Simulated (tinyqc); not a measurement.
Depth of the donor: donor near an oxide interface in a gate field (two-state model).

Interface at z = 0 (hard wall), donor at z = d, field F pulling electrons to the interface: potential e F z; 1 kV/cm = 1e-5 eV/angstrom, c = hbar^2/2m0, q = e^2/(4 pi eps0), Q = (eps - eo)/(eps + eo). Donor state: E_D = e F d - ED - q Q/(4 eps d), the last term joining the images of ion and electron. Interface state: z exp(-b z/2) exp(-rho^2/(2 L^2)) with E_z = c b^2/(4 mz) + 3 e F/b + q Q b/(8 eps), minimised over b; in the plane at z = 3/b the ion (distance D = d - 3/b) and its image (D' = d + 3/b) give E_rho = c/(mt L^2) - (q/eps)(sqrt(pi)/L)[erfcx(D/L) + Q erfcx(D'/L)], erfcx(x) = exp(x^2) erfc(x), minimised over L. E_I = E_z + E_rho.

The two states couple by t = t0 exp(-D/aD) with t0 = q/(eps aD) (2 aD/L) sqrt(aD b/2) v, v a valley factor; this form is an estimate. With detuning u = E_D - E_I the splitting is sqrt(u^2 + 4 t^2) and the lower state has weight (1 - u/sqrt(u^2 + 4 t^2))/2 on the donor.

Constants: hbar^2/2m0 = 3.80998211 eV angstrom^2; e^2/(4 pi eps0) = 14.39964547 eV angstrom.

Values chosen for the exercise (near those of a donor in Si below Si3N4, static dielectric constants; not measured data):
```
symbol  value                              unit      meaning
ED      31.7                               meV       bulk binding energy
mz      0.934                              m0        mass across the interface
mt      0.194                              m0        mass in the plane
eps     11.6                                         dielectric constant of the semiconductor
eo      7.5                                          dielectric constant of the oxide
aD      16.2                               angstrom  donor radius
v       0.39                                         valley factor
dl      (60, 80, 105, 135, 170, 215, 270)  angstrom  depths
```

Critical field, and the coupling, E_rho and L at that field.

Results:
```
d (angstrom)  critical field (kV/cm)  e F d/ED  t (meV)  E_rho (meV)  L (angstrom)
60                              89.5     1.695      2.4       -19.41            54
80                              61.9     1.562     0.67       -14.89            68
105                             44.4     1.470     0.14       -11.57            83
135                             32.9     1.402    0.022        -9.15            99
170                             25.2     1.350   0.0027        -7.37           118
215                             19.3     1.306  0.00018        -5.91           140
270                             14.9     1.269  6.5e-06        -4.77           165
```

The critical field falls from 90 to 15 kV/cm, with exponent -1.19 in d, while t drops by a factor 3.7e+05, about e for each 17 angstrom at the end (aD = 16.2). One lattice plane (1.36 angstrom) of misplacement changes t by 8 % and the critical field by about 1.6 % at 105 angstrom.

(tinyqc, `OMP_NUM_THREADS=1 python tinyqc.py 1250226 1250227 out.jsonl`, Intel(R) Xeon(R) Processor @ 2.30GHz, 1 thread, shared host, about 0.07 s.)
